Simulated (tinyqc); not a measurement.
Inputs raised by 2 %, one at a time: implant damage, amorphisation by cascade overlap, and solid-phase epitaxial regrowth. Computed by tinyqc, a small Python program. Command: `OMP_NUM_THREADS=1 python tinyqc.py 3111146 3111147 out.jsonl sper sens`. One thread of a shared host (Intel(R) Xeon(R) Processor @ 2.30GHz), about 0.02 s of CPU time with the checks.

Range and width of the damage are inputs. Dynamic annealing enters only through the surviving share f.

Inputs (values chosen for the exercise, modelled on arsenic ions in germanium): atomic density N = 44.2 1/nm^3; ion Z1 = 33; ion mass M1 = 74.9 u; target Z2 = 32; target mass M2 = 72.63 u; ion energy E = 200 keV; displacement energy E_d = 15 eV; depth of the damage peak R_d = 81 nm; width of the damage profile s_d = 48 nm; share of defects that survive f = 0.55; critical displaced share x_c = 0.2; dose Q = 6.1e+14 1/cm^2; regrowth prefactor v0 = 2.7e+16 nm/s; regrowth energy E_a = 2.15 eV; anneal temperature = 346 C; rate relative to (100) = 1; peak enhancement by the dopant = 10; ramp rate = 15 K/s.

Constants: a_0 = 0.529177210903 angstrom; e^2/(4 pi eps_0) = 14.39964548 eV angstrom; k_B = 8.617333262e-05 eV/K.

Method:
- Robinson partition: eps = E a M2/(Z1 Z2 (e^2/(4 pi eps_0)) (M1 + M2)), a = 0.8853 a_0/sqrt(Z1^(2/3) + Z2^(2/3)); k = 0.0793 Z1^(2/3) Z2^(1/2) (M1 + M2)^(3/2)/((Z1^(2/3) + Z2^(2/3))^(3/4) M1^(3/2) M2^(1/2)); damage energy T_d = E/(1 + k (eps + 0.40244 eps^(3/4) + 3.4008 eps^(1/6))); displacements nu = 0.8 T_d/(2 E_d).
- Displaced share x(z) = f nu Q exp(-(z - R_d)^2/(2 s_d^2))/(sqrt(2 pi) s_d N); the layer is amorphous where x > x_c, between R_d -/+ s_d sqrt(2 ln(x_max/x_c)), the upper edge being cut at the surface. Threshold dose Q_c = Q x_c/x_max.
- v = v0 x orientation factor x exp(-E_a/(k_B T)) x [1 + (enhancement - 1) exp(-(z - R_d)^2/(2 s_d^2))], T = anneal temperature + 273.15 K; the dopant is taken to follow the damage profile; the lower front moves from the lower edge z2 to the surface, or to the middle (z1 + z2)/2 of a buried layer with upper edge z1; time = int dz/v; the equivalent undoped distance is that time times the undoped velocity.
- On a linear ramp from 200 C regrowth ends at the T_f where int v_undoped dT/(ramp rate) equals the equivalent undoped distance.

Runs; columns: (1) input moved; (2) from; (3) to; (4) threshold dose Q_c (1/cm^2); (5) lower edge (nm); (6) time with enhancement (s); (7) temperature at which regrowth ends (C):
```
(1)                                 (2)        (3)         (4)     (5)     (6)     (7)
base run                              -          -  5.9777e+13  184.46  413.15  448.99
ion energy E (keV)                  200        204  5.8763e+13  184.84  415.53  449.10
displacement energy E_d (eV)         15       15.3  6.0973e+13  184.02  410.40  448.86
critical displaced share x_c        0.2      0.204  6.0973e+13  184.02  410.40  448.86
dose Q (1/cm^2)                 6.1e+14  6.222e+14  5.9777e+13  184.90  415.90  449.12
regrowth energy E_a (eV)           2.15      2.193  5.9777e+13  184.46  924.94  463.03
peak enhancement by the dopant       10       10.2  5.9777e+13  184.46  406.35  448.66
```

Exponents ln(y'/y) / ln(x'/x):
```
input                           threshold dose Q_c  lower edge  time with enhancement  temperature at which regrowth ends
ion energy E                                -0.864       0.104                  0.290                               0.013
displacement energy E_d                      1.000      -0.121                 -0.336                              -0.015
critical displaced share x_c                 1.000      -0.121                 -0.336                              -0.015
dose Q                                       0.000       0.120                  0.336                               0.015
regrowth energy E_a                          0.000       0.000                 40.698                               1.555
peak enhancement by the dopant               0.000       0.000                 -0.837                              -0.037
```

Among the inputs moved here: threshold dose Q_c answers most in size to displacement energy E_d (exponent +1.000), and about equally to critical displaced share x_c (+1.000); its exponent is below 0.0005 for dose Q, regrowth energy E_a, peak enhancement by the dopant. Its exponent +1.000 in displacement energy E_d: displacements go as 1/E_d. Lower edge answers most in size to displacement energy E_d (exponent -0.121), and about equally to critical displaced share x_c (-0.121), dose Q (+0.120); its exponent is below 0.0005 for regrowth energy E_a, peak enhancement by the dopant. Time with enhancement answers most in size to regrowth energy E_a (exponent +40.698), next to peak enhancement by the dopant (-0.837). Temperature at which regrowth ends answers most in size to regrowth energy E_a (exponent +1.555), next to peak enhancement by the dopant (-0.037).

Extremes, crossings and ranges named in words are read from the listed rows.
